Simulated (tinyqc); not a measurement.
Effective-mass impurity with a central-cell term, in a basis of Slater functions. Inputs raised by 10 %, one at a time. Computed by tinyqc, a small Python program. Command: `OMP_NUM_THREADS=1 python tinyqc.py 3023054 3023055 out.jsonl centralcell sens`. One thread of a shared host (Intel(R) Xeon(R) Processor @ 2.30GHz), about 0.02 s of CPU time with the checks.

The envelope obeys H = -nabla^2 - (2/r) [Z + A exp(-kappa r)] in effective units, with kappa = a*/lambda; positive A deepens the well near the core.

Inputs (values chosen for the exercise, for a model semiconductor):
```
quantity                   value      unit
effective mass m           0.761       m_0
dielectric constant eps     8.34         -
charge Z of the core           1         -
central-cell strength A     -2.2         -
central-cell range lambda    1.3  angstrom
```

Impurity: acceptor, one isotropic band.

Constants: Ry = 13.605693123 eV; a_0 = 0.529177210903 angstrom.

Method:
- Units: Ry* = Ry m/eps^2 and a* = a_0 eps/m, with m in m_0.
- kappa = a*/lambda; the hydrogenic ground state is bound by Z^2 Ry*.
- For s functions exp(-zeta r), with s = zeta_i + zeta_j: S = 2/s^3, T = zeta_i zeta_j S, V = -2 Z/s^2, W = -2 A/(s + kappa)^2; each function is normalised by dividing by sqrt(S_ii S_jj).
- Large basis: zeta_i = 0.06 x 1.6^(i-1), i = 1..22, same formulas; for p functions r exp(-zeta r): S = 24/s^5, T = zeta_i zeta_j S (centrifugal term included), V = -12 Z/s^4, W = -12 A/(s + kappa)^4; overlap eigenvalues below 1e-11 are dropped.
- Binding energies are -E Ry*; the effective quantum number is nu = Z/sqrt(-E); |psi(0)|^2 is given relative to the hydrogenic Z^3/(pi a*^3).

Runs:
```
input moved                            from      to  1s binding energy (meV)  2s binding energy (meV)  2p binding energy (meV)  a* (angstrom)
base run                                  -       -                    113.4                    32.40                    37.04          5.799
effective mass m (m_0)                0.761  0.8371                    120.9                    35.08                    40.68          5.272
dielectric constant eps                8.34   9.174                     96.4                    27.17                    30.65          6.379
central-cell strength A                -2.2   -2.42                    111.5                    32.11                    37.03          5.799
central-cell range lambda (angstrom)    1.3    1.43                    110.0                    31.89                    36.99          5.799
```

Exponents ln(y'/y) / ln(x'/x):
```
input                      1s binding energy  2s binding energy  2p binding energy  a*
effective mass m                       0.678              0.833              0.983  -1
dielectric constant eps               -1.702             -1.846             -1.987   1
central-cell strength A               -0.175             -0.094             -0.004   0
central-cell range lambda             -0.322             -0.167             -0.017   0
```

Among the inputs moved here: 1s binding energy answers most in size to dielectric constant eps (exponent -1.702), next to effective mass m (+0.678). 2s binding energy answers most in size to dielectric constant eps (exponent -1.846), next to effective mass m (+0.833). 2p binding energy answers most in size to dielectric constant eps (exponent -1.987), next to effective mass m (+0.983). Its exponent +0.983 in effective mass m: a hydrogenic level scales as m/eps^2. Its exponent -1.987 in dielectric constant eps: a hydrogenic level scales as m/eps^2. a* answers most in size to effective mass m (exponent -1.000), and about equally to dielectric constant eps (+1.000); its exponent is below 0.0005 for central-cell strength A, central-cell range lambda. Its exponent -1.000 in effective mass m: a* = a_0 eps/m. Its exponent +1.000 in dielectric constant eps: a* = a_0 eps/m.

Caution (all rows): the effective Bohr radius is only a few bond lengths, so the envelope approximation is rough.
